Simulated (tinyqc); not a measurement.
Raising U: Hubbard chain of 2 sites, mean field against exact. Computed by the program tinyqc. Collinear unrestricted mean field (the lowest of 40 random starts) against exact diagonalisation.

one-body matrix (hopping and site energies) (eV):
```
         1        2
1   0.0000  -1.7800
2  -1.7800   0.0000
```

electrons, up and down: 1  1

Exact and mean-field results (eV):
```
U          U/t   E exact  E mean field  mean |n_up - n_down|  double occupancy, exact  first gap in the sector
0.890    0.500  -3.14270      -3.11500                 0.000                    0.219                    3.143
1.780    1.000  -2.77956      -2.67000                 0.000                    0.189                    2.780
3.560    2.000  -2.20020      -1.78000              5.18e-04                    0.138                    2.200
5.340    3.000  -1.78000      -1.18667                 0.745                    0.100                    1.780
7.120    4.000  -1.47460      -0.89000                 0.866                    0.073                    1.475
10.680   6.000  -1.07788      -0.59333                 0.943                    0.042                    1.078
14.240   8.000  -0.84040      -0.44500                 0.968                    0.026                    0.840
35.600  20.000  -0.35251      -0.17800                 0.995                 4.85e-03                    0.353
```

Estimate the missing row, U = 21.36.

Computed row:
```
U          U/t   E exact  E mean field  mean |n_up - n_down|  double occupancy, exact  first gap in the sector
21.360  12.000  -0.57771      -0.29667                 0.986                    0.013                    0.578
```

In absolute terms mean field is worst at U/t = 3.0, 0.593 eV too high: at small U it is nearly exact, and at large U it misses only exchange-scale energies. For the symmetric dimer the instability lies at U = 2t. Its local moments set in at U/t = 3.0 of those listed, a broken symmetry that the exact state of a finite cluster with equal spins does not have. Relative to the exact energy its error is 0.9 % at the smallest U, 50 % at most and 50 % at the largest. The double occupancy falls from 0.219 to 0.005; at the largest U the first gap is 0.99 times the exchange scale 4t^2/U.
